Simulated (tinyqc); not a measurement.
Stress along the channel: six-band hole subbands of a thin body in a field.

Basis X, Y, Z times spin, hole energies counted downwards from the unstrained edge (the hydrostatic shift is left out), c = hbar^2/2m0. For a symmetric tensor T let C(T) have C_XX = L Txx + M (Tyy + Tzz), C_XY = N Txy (cyclic), L = c (g1 + 4 g2), M = c (g1 - 2 g2), N = 6 c g3. k = q + kz n, n the unit normal, q = k1 u + k2 v with u along the channel [1-10] and v = n x u. H = C(k k^T) + (Dso/3)(1 - L.sigma) - B + e F z with (L_k)_ij = -i epsilon_kij; B is the block C built from the traceless strain with 2b, -b and sqrt(3) d in place of L, M, N. Strain: exx = eyy = (s11 + s12) sx/2, ezz = s12 sx, exy = -s44 sx/4. Hard walls at z = 0 and t; basis sin(j pi z/t), j = 1 to Nz: kz^2 = (j pi/t)^2, kz = -i D with D_jl = 4 j l/(t (j^2 - l^2)), z_jj = t/2 and z_jl = -8 t j l/(pi (j^2 - l^2))^2 for j + l odd; 1 MV/cm = 0.01 eV/angstrom.

Nz = 14. E1 is the top subband at q = 0, gap the distance to the next pair, and the masses are c q^2/(E(q) - E1) at |q| = 0.02 1/angstrom (mean of the spin pair) along the channel [1-10] and across it in the plane; a dash marks a band that does not rise.

Constants: hbar^2/2m0 = 3.80998211 eV angstrom^2.

Values chosen for the exercise (near those of a p-type Si channel; not measured data):
- g1 = 4.27 (Luttinger gamma1)
- g2 = 0.34 (gamma2)
- g3 = 1.45 (gamma3)
- Dso = 0.043 eV (spin-orbit splitting)
- b = -2.08 eV (tetragonal potential)
- d = -4.75 eV (trigonal potential)
- S = (7.57, -2.12, 12.58) 1/TPa (compliances s11, s12, s44)
- face = 110 (surface)
- t = 35 angstrom (body thickness)
- F = 0.5 MV/cm (field across the body)

Each row has its own sx.

Results:

| sx (GPa) | E1 (meV) | gap (meV) | m channel | m across |
|---|---|---|---|---|
| -3.0 | -26.2 | 51.3 | 0.114 | 0.279 |
| -2.0 | 9.6 | 51.4 | 0.114 | 0.279 |
| -1.0 | 45.3 | 51.4 | 0.114 | 0.279 |
| -0.5 | 63.2 | 51.4 | 0.114 | 0.279 |
| 0.0 | 81.0 | 51.3 | 0.115 | 0.279 |
| 0.5 | 98.6 | 51.2 | 0.115 | 0.279 |
| 1.0 | 116.1 | 50.3 | 0.116 | 0.279 |

How do the results move, and what explains it?

Under 2 GPa of compression the channel mass goes from 0.115 to 0.114 m0, the mass across at 0.279; the gap to the next subband is 51, 51 and 50 meV at -2, 0 and +1 GPa. The lightest channel mass of the table, 0.114 m0, is at -3.0, -2.0, -1.0 and -0.5 GPa. Compression changes the channel mass little here, since confinement on this face has already singled out the orbital that the stress favours.

Computed by tinyqc, a small Python program: `OMP_NUM_THREADS=1 python tinyqc.py 1250410 1250411 out.jsonl` (the numbers bound the seed that draws the inputs); one thread of a shared host (Intel(R) Xeon(R) Processor @ 2.30GHz), about 0.5 s for the whole set of steps.
